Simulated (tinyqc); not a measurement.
Inside a calculation. Model: six-transistor SRAM cell, nodal equations and margins.

Computed by the program tinyqc: `OMP_NUM_THREADS=1 python tinyqc.py 2340001 2340002 out.jsonl`, one thread of a shared Intel Xeon 2.30GHz, about 0.1 s for the whole run. Printed values are rounded.

Two cross-coupled inverters (pull-down bn, pull-up bp) hold the nodes Q and QB; access transistors (ba, threshold VTn, gate on the word line at Vdd when selected) join them to the bit lines. Transistor (EKV form, voltages against the body): I = 2 n b Vt^2 [F(vp - Vs) - F(vp - Vd)] from drain to source, F(v) = ln^2(1 + exp(v/(2 Vt))), vp = (Vg - VT + sg |Vd - Vs|)/n. n-channel bodies are at 0; for the p-channel device all voltages are counted down from Vdd. b in uA/V^2 gives I in uA. For an access transistor the bit line is the drain and the node the source. In a read both bit lines are at Vdd. The cell is symmetric (no mismatch).

Values chosen for this exercise:

| symbol | value | unit | meaning |
|---|---|---|---|
| T | 300 | K | temperature |
| Vdd | 1 | V | supply voltage |
| n | 1.16 |  | slope factor |
| sg | 0.081 |  | drain-induced barrier lowering |
| VTn | 0.35 | V | n-channel threshold |
| VTp | 0.26 | V | p-channel threshold (magnitude) |
| bn | 180 | uA/V^2 | gain factor of the pull-down transistor |
| ba | 150 | uA/V^2 | gain factor of the access transistor |
| bp | 62 | uA/V^2 | gain factor of the pull-up transistor |

Constants: q = 1.602176634e-19 C, kB = 1.380649e-23 J/K, Vt = kB T/q. Results are converted to the units shown.

## Iteration 1: node voltages in a read by Newton steps

(Q, QB) at the start (V): Q 0.00000, QB 1.00000

F1 = In(gate QB, drain Q) - Ip(gate QB, drain Q) - Ia(bit line, Q), F2 the same with Q and QB exchanged; J by central differences with +/- 1e-6 V; solve J d = -F, limit each component to +/- 0.15 V and add.

F1, F2 (uA): -34.5495  0.0000

J (uS):
```
	Q	QB
F1	234.305	0.008
F2	0.001	45.880
```

(Q, QB) after iteration 1 (V): Q 0.147455, QB 0.999995

## Iteration 2: node voltages in a read by Newton steps

As before.

F1, F2 (uA): -4.11937  0.00411

J (uS):
```
	Q	QB
F1	178.423	26.564
F2	0.134	36.747
```

(Q, QB) after iteration 2 (V): Q 0.170572, QB 0.999799

## Course of the iteration: node voltages in a read by Newton steps

Stop when the largest change of (Q, QB) is below 1e-9 V, or after 30 iterations. The rule counts as met only at the stable state with Q low.

Course of the iteration:
```
iteration	Q (V)	largest |change| of one entry (V)
1	0.147455	0.147
2	0.170572	0.0231
3	0.171184	6.12e-4
4	0.171184	4.72e-7
5	0.171184	3.23e-13
```

Converged in 5 iterations. At the end the number of correct digits about doubles with each step.

## Read current and disturbance

(Q, QB) (V): Q 0.171184, QB 0.999747

Iread = Ia(bit line at Vdd, source Q); cell ratio bn/ba; time to pull a bit line of 20 fF down by 0.1 V at that current.

Iread = 17.3868 uA
cell ratio = 1.2
time = 115.030 ps

The read lifts the low node to 171 mV, against a balance point of 502 mV.

## The largest square in the read butterfly

c, point 0 to 6 (V): 0.14  0.24  0.34  0.41  0.48  0.53  0.58

f(x) is the node voltage of one half-cell in a read for input x (In - Ip - Ia = 0). Static noise margin: side of the largest square between the curve (x, f(x)) and its mirror image (f(y), y); with h(c) the root x of f(x) - x = c, it is the maximum over c > 0 of h(c) - h(-c) + c.

```
point	h(c) (V)	h(-c) (V)	side (V)
0	0.473766	0.555706	0.058060
1	0.464853	0.601782	0.103071
2	0.453692	0.651800	0.141893
3	0.439914	0.689864	0.160050
4	0.418952	0.732271	0.166681
5	0.398985	0.765621	0.163364
6	0.374314	0.801251	0.153064
```

The maximum over c is 166.7 mV, the read margin; with the word line off (no Ia) the same construction gives 354.6 mV.
